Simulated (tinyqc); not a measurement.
Heisenberg spin cluster by exact diagonalisation: multiplets, susceptibility, level crossings: one step, computed by the program tinyqc.

H = J1 sum S_i.S_j over the bonds 1-2, 2-3, 3-4, 4-1 + J2 sum over 1-3, 2-4 - g mu_B B S_z; J > 0 is antiferromagnetic.

Question. Thermal averages at zero field. Z = sum k (2S + 1) exp(-E/(k_B T)) over the table, k the number of multiplets; <S^2> likewise with the factor S (S + 1); chi T = N_A g^2 mu_B^2 <S^2>/(3 k_B) = 0.125049 g^2 <S^2> cm^3 K/mol (cgs, per mole of clusters); C = (<E^2> - <E>^2)/(k_B T)^2; entropy = ln Z + <E>/(k_B T).

Inputs (values chosen for the exercise, for a model cluster): g factor = 2.13; temperature T = 36 K.

Cluster: square with diagonals J2. Spin s of each site: 0.5.

Levels at B = 0:

| E (meV) | total S | number of multiplets |
|---|---|---|
| -13.32 | 0 | 1 |
| -5.91 | 1 | 1 |
| -4.50 | 0 | 1 |
| -1.50 | 1 | 2 |
| 8.91 | 2 | 1 |

Constants: k_B = 8.617333262e-05 eV/K.

Give: <S^2>; chi T; heat capacity; entropy.

Answer.

<S^2> = 0.5710

chi T = 0.3239 cm^3 K/mol

heat capacity = 1.983 k_B

entropy = 1.308 k_B

Free spins would give <S^2> = 3 and the entropy 2.773 k_B; chi T is 19 % of the free value.
